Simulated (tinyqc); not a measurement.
Inside a calculation. Method: Hubbard chain of 4 sites. Computed by tinyqc, a small Python program that keeps every step. Settings: hopping = 1.78, U = 11.6, mixing = 1, iteration cap = 87. Command: `OMP_NUM_THREADS=1 python tinyqc.py 29933 29934 out.jsonl` (the two numbers bound the seeds that draw the settings). One thread of a shared host (Intel(R) Xeon(R) Processor @ 2.60GHz), about 0.2 s of CPU time with the checks. Later iterations appear only in the table of the cycle.

## Mean-field iteration 1

one-body matrix (hopping and site energies) (eV):
```
           1          2          3          4
1   0.000000  -1.780000   0.000000   0.000000
2  -1.780000   0.000000  -1.780000   0.000000
3   0.000000  -1.780000   0.000000  -1.780000
4   0.000000   0.000000  -1.780000   0.000000
```

U = 11.600000 eV

electrons, up and down: 2  1

mixing = 1

n(up) at the start (a guess, not normalised): 1 0.550000, 2 0.450000, 3 0.550000, 4 0.450000

n(down) at the start (a guess): 1 0.200000, 2 0.300000, 3 0.200000, 4 0.300000

H(up) = T + U n(down), H(down) = T + U n(up); fill the lowest levels; n(new) = n + mixing (n(out) - n); E = tr T (rho up + rho down) + U sum n_up n_down of the output.

levels, up (eV): -0.037921  1.656368  4.143632  5.837921

levels, down (eV): 2.862079  4.556368  7.043632  8.737921

energy = -1.169205 eV

n(up) after iteration 1: 1 0.696019, 2 0.364122, 3 0.635878, 4 0.303981

n(down) after iteration 1: 1 0.110914, 2 0.433230, 3 0.290377, 4 0.165479

## Mean-field iteration 2

As before.

levels, up (eV): 0.129615  0.917103  3.792063  6.761219

levels, down (eV): 2.337124  3.526607  8.073393  9.262876

energy = -0.693825 eV

n(up) after iteration 2: 1 0.837248, 2 0.178879, 3 0.358632, 4 0.625242

n(down) after iteration 2: 1 0.032998, 2 0.342743, 3 0.192615, 4 0.431644

## Mean-field iteration 3

As before.

levels, up (eV): -0.609003  1.032191  4.836673  6.340138

levels, down (eV): 0.671092  4.252760  8.136798  10.139350

energy = -1.039557 eV

n(up) after iteration 3: 1 0.895408, 2 0.235947, 3 0.733940, 4 0.134704

n(down) after iteration 3: 1 0.027401, 2 0.706894, 3 0.247595, 4 0.018109

## Convergence

Each step fills the lowest levels of T + U n(other spin) and sets n(new) = n + mixing (n(out) - n); stop when output and input agree to 1e-8.

Course of the cycle:
```
iteration       E (eV)  largest |n(out) - n(in)|  mean |n_up - n_down|
1          -1.16920547                  1.46e-01              0.284554
2          -0.69382462                  3.21e-01              0.331932
3          -1.03955743                  4.91e-01              0.485474
4           3.50466819                  7.57e-01              0.288956
5           0.58087987                  7.67e-01              0.415546
6           5.60372669                  9.36e-01              0.327047
7           1.49369481                  9.36e-01              0.349819
8           5.77361709                  9.38e-01              0.322422
9           1.53268553                  9.38e-01              0.339938
10          5.90031831                  9.37e-01              0.316760
11          1.54318932                  9.37e-01              0.332333
...                ...                       ...                   ...
77          1.80922953                  9.34e-01              0.250000
78          7.01326148                  9.34e-01              0.270396
79          1.80987273                  9.34e-01              0.250000
80          7.01416994                  9.34e-01              0.270353
81          1.81043017                  9.34e-01              0.250000
82          7.01495495                  9.34e-01              0.270316
83          1.81091320                  9.34e-01              0.250000
84          7.01563346                  9.34e-01              0.270283
85          1.81133172                  9.34e-01              0.250000
86          7.01622005                  9.34e-01              0.270255
87          1.81169432                  9.34e-01              0.250000
```

Not converged within 87 iterations: the residual has stopped falling: the iteration swings between two states. The lowest mean-field energy found from random starts is -3.12609 eV. Reruns (cap 100 unless said): mixing 0.2: not converged; mixing 0.5: not converged; mixing 0.9: not converged; the original settings with a cap of 400: not converged.

## Exact diagonalisation (24 states)

Lowest levels of the sector, and the double occupancy of the lowest state.

lowest levels (eV): -4.127069  -3.324668  -2.880101  -2.043724  -1.432762  -1.100100

double occupancy per site = 0.021834

## The lowest level by Lanczos steps

From a random start vector (not printed): a_j = <q_j|H|q_j>, b_j = norm of the remainder after orthogonalising; the Ritz value is the lowest eigenvalue of the tridiagonal matrix of a and b so far.

Lanczos:
```
j   a_j (eV)  b_j (eV)  lowest Ritz value (eV)
1   2.387615  7.074200              2.38761488
2   7.561855  3.171339             -2.55769488
3   3.857648  6.055320             -3.06638537
4   5.598826  3.642039             -3.62607846
5   6.274915  6.688609             -3.78716596
6   4.810300  2.926103             -4.01132808
7   5.561835  6.080538             -4.06922462
8   6.508871  3.139008             -4.11372839
9   6.303168  5.705896             -4.12178950
10  6.474798  2.858186             -4.12606134
```
